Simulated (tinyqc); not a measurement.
Absorption edge of a degenerate semiconductor, band filling against gap narrowing: one step of the calculation.

n-type, parabolic bands, full ionisation. eta = (EF - Ec)/kB T solves N = Nc F12(eta), F12(x) = (2/sqrt(pi)) int_0^infinity sqrt(u)/(1 + exp(u - x)) du. The gap shrinks rigidly by dEg = a3 y^(1/3) + a4 y^(1/4) + a2 y^(1/2), y = N/1e18 cm^-3, an empirical law that is here taken as the true narrowing.

Question. Fermi level. Newton step on ln F12(eta) = ln(N/Nc): eta(new) = eta - ln(Nc F12/N) F12/Fm, Fm(x) = dF12/dx = (1/sqrt(pi)) int_0^infinity u^(-1/2)/(1 + exp(u - x)) du.

Inputs (values chosen for the exercise): conduction-band density of states at 300 K, from me Nc = 8.7e16 cm^-3; ionised donor density N = 4e17 cm^-3.

eta at the start (Boltzmann value) = 1.5256

Find: F12; Fm; eta after iteration 1.

Answer.

F12 = 2.1770
Fm = 1.2606
eta after iteration 1 = 2.8167

Range of the model: Band tails, non-parabolic bands and incomplete ionisation are left out.

Computed by the program tinyqc: `OMP_NUM_THREADS=1 python tinyqc.py 2330013 2330014 out.jsonl`, one thread of a shared Intel Xeon 2.30GHz, about 0.01 s for the whole run.
